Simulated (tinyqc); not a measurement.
Inside a calculation: special k points of the fcc lattice. Values are carried at full precision from step to step, so a last printed digit may differ when a step is redone from the rounded ones.

Lattice vectors in units of a: a1 = (0, 1/2, 1/2), a2 = (1/2, 0, 1/2), a3 = (1/2, 1/2, 0); reciprocal vectors b_i with a_i . b_j = 2 pi delta_ij. Mesh: k = sum_i f_i b_i with f_i = (2 j_i + shift)/(2 N), j_i = 0 .. N-1. The point group of the lattice has 48 operations; only those that map the mesh onto itself are used.

Inputs chosen for the exercise (the lattice of Si, GaAs, Cu and Al; shifted at random, so the results belong to these values and not to a real crystal):
```
symbol  value  unit  meaning
N       5            points along each reciprocal vector
shift   0            half steps
D       2.75   eV    half gap term
t       0.5    eV    coupling
e0      3.31   eV    offset
```

## Irreducible points and weights

Join points that an operation carries into one another (modulo reciprocal vectors); list each class by its first point in the order of (j1, j2, ...).

Irreducible points:
```
f1          f2      f3  weight
0.0000  0.0000  0.0000       1
0.0000  0.0000  0.2000       8
0.0000  0.0000  0.4000       8
0.0000  0.2000  0.2000       6
0.0000  0.2000  0.4000      24
0.0000  0.2000  0.6000      24
0.0000  0.2000  0.8000      12
0.0000  0.4000  0.4000       6
0.0000  0.4000  0.6000      12
0.2000  0.4000  0.6000      24
```

operations that keep the mesh = 48
irreducible points = 10

The weights add up to 125 = N^3; symmetry saves a factor 12.5.

## Which stars the mesh integrates

A_m(k) = sum over the m-th star of lattice vectors R of cos(k . R), stars in order of length: m = 1: |R|^2 = 0.5, 12 vectors, such as (1, 0, 0) in the basis a_i; m = 2: |R|^2 = 1, 6 vectors, such as (1, 1, -1) in the basis a_i; m = 3: |R|^2 = 1.5, 24 vectors, such as (2, 0, -1) in the basis a_i; m = 4: |R|^2 = 2, 12 vectors, such as (2, 0, 0) in the basis a_i; m = 5: |R|^2 = 2.5, 24 vectors, such as (2, 1, -1) in the basis a_i; m = 6: |R|^2 = 3, 8 vectors, such as (3, -1, -1) in the basis a_i. The zone mean of every A_m is zero.

Lattice vectors in units of a: a1 = (0, 1/2, 1/2), a2 = (1/2, 0, 1/2), a3 = (1/2, 1/2, 0); f are fractions of the reciprocal vectors. Evaluate the first six A_m at each irreducible point (k . R = 2 pi sum f_i n_i) and form the weighted means.

A_m at the points:
```
       m=1     m=2      m=3     m=4     m=5     m=6
1   12.000   6.000   24.000  12.000  24.000   8.000
2    7.854   1.854    4.854   1.146  -6.000   0.236
3    1.146  -4.854   -1.854   7.854  -6.000  -4.236
4    6.472   2.382   -1.528  -2.472   4.000  -6.472
5    0.618  -0.382   -5.472  -1.618   4.000  -0.618
6   -1.618  -2.618    3.472   0.618   4.000   1.618
7    2.854  -1.236   -3.236  -3.854  -6.000   5.236
8   -2.472   4.618  -10.472   6.472   4.000   2.472
9   -3.854   3.236    1.236   2.854  -6.000   0.764
10  -3.000   1.000    4.000  -3.000  -1.000  -2.000
```

weighted means: m=1 0.000, m=2 0.000, m=3 0.000, m=4 0.000, m=5 0.000, m=6 0.000

All six means vanish: the mesh is exact for functions whose Fourier series ends within these stars.

## A zone average from the irreducible points

Test function, the lower band of a two-band insulator: E(k) = -sqrt(D^2 + (e0 - t A_1(k))^2).

Lattice vectors in units of a: a1 = (0, 1/2, 1/2), a2 = (1/2, 0, 1/2), a3 = (1/2, 1/2, 0). Evaluate E at each point and take the weighted mean; the reference uses the unshifted mesh with N = 24.

E at the points (eV): -3.8469  -2.8184  -3.8799  -2.7510  -4.0704  -4.9527  -3.3329  -5.3131  -5.9152  -5.5406

weighted mean = -4.5306 eV
reference mean = -4.5302 eV

The error is -0.34 meV with 10 points.

## Checks

- Weighted mean over irreducible points against the plain mean over the whole mesh (eV): both -4.530590.
- Reference mean against a mesh of N = 30 (eV): both -4.5302.

tinyqc: `OMP_NUM_THREADS=1 python tinyqc.py 1652536 1652537 out.jsonl`; about 0.3 s, one thread, shared Intel(R) Xeon(R) Processor @ 2.30GHz.
